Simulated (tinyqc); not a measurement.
Polytypes by hexagonality, and a cubic inclusion as a quantum well, step by step. Values are carried at full precision from step to step, so a last printed digit may differ when a step is redone from the rounded ones.

A layer is h if its two neighbours in the periodic sequence sit on the same site, k otherwise; the hexagonality h is the share of h layers.

Constants: hbar^2/2m0 = 3.80998211 eV angstrom^2.

Values chosen for the exercise (of the order of those of GaN; the results hold for these values, not for the real material): E3 = 3.26 eV (gap of the cubic polytype); E2 = 3.482 eV (gap of 2H); Ev2 = 0.062 eV (valence top of 2H above that of 3C); P2 = -0.0161 C/m^2 (spontaneous polarisation of 2H); m = (0.203, 0.196) m0 (electron mass along c in the cubic layer and in the host); d = 2.594 angstrom (thickness of a double layer); eps = 9.8 (dielectric constant); N = 6 (double layers in the cubic inclusion).

## Hexagonality

Stacking sequences:
```
polytype               sequence
9R                    ABCBCACAB
4H                         ABCB
2H                           AB
10H                  ABCABCBACB
21R       ABCACBACABCBACBCABACB
```

Give the h/k string and h of each.

Hexagonality:
```
polytype             h/k string       h
9R                    hkhhkhhkh  0.6667
4H                         hkhk  0.5000
2H                           hh  1.0000
10H                  hkkkkhkkkk  0.2000
21R       hkkhkkkhkkhkkkhkkhkkk  0.2857
```

## Gaps and band edges

Gap: E3 + (E2 - E3) h. Valence top Ev2 h and polarisation P2 h, both counted from 3C; Ec = Ev + gap.

Evaluate for each polytype.

Results:
```
polytype  gap (eV)  Ev (eV)  Ec (eV)  P (C/m^2)
9R          3.4080   0.0413   3.4493   -0.01073
4H          3.3710   0.0310   3.4020   -0.00805
2H          3.4820   0.0620   3.5440   -0.01610
10H         3.3044   0.0124   3.3168   -0.00322
21R         3.3234   0.0177   3.3411   -0.00460
```

The widest gap is that of 2H, the narrowest that of 10H. Ev and Ec both rise with h, so 3C collects electrons and the more hexagonal side holes: a staggered line-up.

## The bound level without the field

A cubic inclusion of width L = N d in the host (h = 1) is a well of depth V = Ec(host) - Ec(3C). Square well with mass mismatch: k tan(k L/2) = (m_w/m_b) q, k = sqrt(m_w E/c), q = sqrt(m_b (V - E)/c), c = hbar^2/2m0, lowest root. The depth of the level, V - E, is its binding, and the transition to the valence top of the host is gap(host) - (V - E). The step in polarisation gives a field |F| = |P|/(eps eps0) in a thin inclusion, eps0 = 8.8541878e-12 F/m.

Give V, L, the level E, its depth below the host conduction edge and the transition to the valence top of the host, gap(host) - (V - E).

V = 0.2840 eV
L = 15.564 angstrom
E above the bottom = 0.1621 eV
depth below the host edge = 0.1219 eV
transition = 3.3601 eV

The level keeps 43 % of the well depth. The transition lies above the gap of 3C itself (3.26 eV).

## The polarisation field

Give |F|, the drop |F| L, the bound charge |P|/e per cm^2 (e = 1.602176634e-19 C), and, as a first estimate, the shift -|F| L/2 of the transition for an electron centred in the layer and a hole in the host on the high side.

|F| = 1.855 MV/cm
drop = 288.8 meV
bound charge = 1.00e+13 cm^-2
estimated shift = -144.4 meV

The drop is 102 % of the well depth. The host edge on the low side sinks by 144 meV against the centre, more than the 122 meV by which the flat well binds, so the level may not survive the field and the estimate must be checked.

## Checks

- Square-well root against finite differences on a grid of 0.5 angstrom (eV): both 0.162.

(tinyqc, `OMP_NUM_THREADS=1 python tinyqc.py 1850337 1850338 out.jsonl`, Intel(R) Xeon(R) Processor @ 2.30GHz, 1 thread, shared host, about 0.05 s.)
